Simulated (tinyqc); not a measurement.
# Thermionic-field emission through a Schottky barrier, WKB: what changes with what

Metal on an n-type semiconductor with one parabolic valley; V > 0 is forward bias (metal positive). Energies E are counted from the conduction edge of the neutral semiconductor, whose Fermi level lies at -xi; that of the metal lies at -xi - V. The barrier is a parabola of height Vd = phi - xi - V (depletion approximation, no image force).

Inputs (values chosen for the exercise); band and dielectric values those of a made-up semiconductor:
- T = 350 K (temperature)
- me = 0.117 m0 (electron mass)
- eps_r = 10.2 (relative permittivity)
- phi = 0.53 eV (barrier height seen from the metal)
- Nd = 3e19 cm^-3 (donor density)

Constants: q = 1.602176634e-19 C, kB = 1.380649e-23 J/K, eps0 = 8.8541878128e-12 F/m, hbar = 1.054571817e-34 J s, h = 6.62607015e-34 J s, m0 = 9.1093837015e-31 kg, Vt = kB T/q. Results are converted to the units shown.

Each table varies one quantity; the others keep the values above.

## Contact resistivity against doping

Nc = 2 (2 pi me m0 kB T/h^2)^1.5 (times 1e-6 for cm^-3); Nd = Nc F12(-xi/Vt), F12(x) = (2/sqrt(pi)) int_0^infinity sqrt(u)/(1 + exp(u - x)) du; E00 = (hbar/2) sqrt(Nd/(me m0 eps0 eps_r)) in SI units (volts). For E < Vd, ln T(E) = -(Vd/E00) [sqrt(1 - y) - y ln((1 + sqrt(1 - y))/sqrt(y))], y = E/Vd; T(E) = 1 above. J = A* T (q/kB) int_0^infinity T(E) N(E) dE, N = ln[(1 + exp((-xi - E)/Vt))/(1 + exp((-xi - V - E)/Vt))], A* = 4 pi q me m0 kB^2/h^3 (times 1e-4 for A/(cm^2 K^2)). The integral is converged to the digits shown; the share over the barrier is that of E > Vd, and 0 means below 1e-6 %. The contact resistivity is rho_c = 1/(dJ/dV) at V = 0, where N becomes V f/Vt with f = 1/(1 + exp((E + xi)/Vt)). The last column is the thermionic value Vt exp(phi/Vt)/(A* T^2). By a common rule of thumb, E00/Vt below 0.5 marks thermionic emission, 0.5 to 5 thermionic-field emission and above 5 field emission.

Contact resistivity against doping:

| Nd (cm^-3) | E00/Vt | rho_c (ohm cm^2) | thermionic rho_c (ohm cm^2) |
|---|---|---|---|
| 9.3e16 | 0.1718 | 0.2461 | 0.7499 |
| 2.1e17 | 0.2582 | 0.1498 | 0.7499 |
| 4.9e17 | 0.3944 | 0.06566 | 0.7499 |
| 1.1e18 | 0.5910 | 0.01779 | 0.7499 |
| 2.6e18 | 0.9086 | 0.001757 | 0.7499 |
| 5.9e18 | 1.369 | 7.464e-5 | 0.7499 |
| 1.3e19 | 2.032 | 3.210e-6 | 0.7499 |
| 3.1e19 | 3.137 | 1.908e-7 | 0.7499 |
| 7.1e19 | 4.748 | 2.634e-8 | 0.7499 |

rho_c falls from 0.246 to 2.63e-8 ohm cm^2: 0.33 of the thermionic value in the first row (thermionic emission) and 3.5e-8 of it in the last (thermionic-field emission). Between the last two rows ln rho_c changes by 0.552 eV for each unit of 1/E00, to be set beside phi = 0.53 eV of the rule rho_c ~ exp(phi/E00). Even in the first row most of the current tunnels through the thin top of the barrier.

## Contact resistivity against barrier height

Same model as above.

Contact resistivity against barrier height:

| phi (eV) | rho_c (ohm cm^2) | thermionic Vt exp(phi/Vt)/(A* T^2) (ohm cm^2) |
|---|---|---|
| 0.15 | 9.445e-9 | 2.531e-6 |
| 0.29 | 2.748e-8 | 2.625e-4 |
| 0.42 | 8.067e-8 | 0.01955 |
| 0.56 | 2.726e-7 | 2.027 |
| 0.69 | 8.764e-7 | 151.0 |
| 0.83 | 3.176e-6 | 1.566e4 |
| 0.96 | 1.073e-5 | 1.166e6 |
| 1.1 | 4.052e-5 | 1.210e8 |

rho_c rises from 9.44e-9 to 4.05e-5 ohm cm^2; between the last two rows it grows by a factor e every 105 meV, against E00 coth(E00/Vt) = 93.5 meV and Vt = 30.2 meV for pure emission.

Range of the model: The depletion approximation, a parabolic band and the neglect of image-force lowering make these currents estimates at high doping.

Numbers from tinyqc (`OMP_NUM_THREADS=1 python tinyqc.py 2640055 2640056 out.jsonl`; about 0.02 s on one thread of a shared Intel Xeon 2.30GHz).
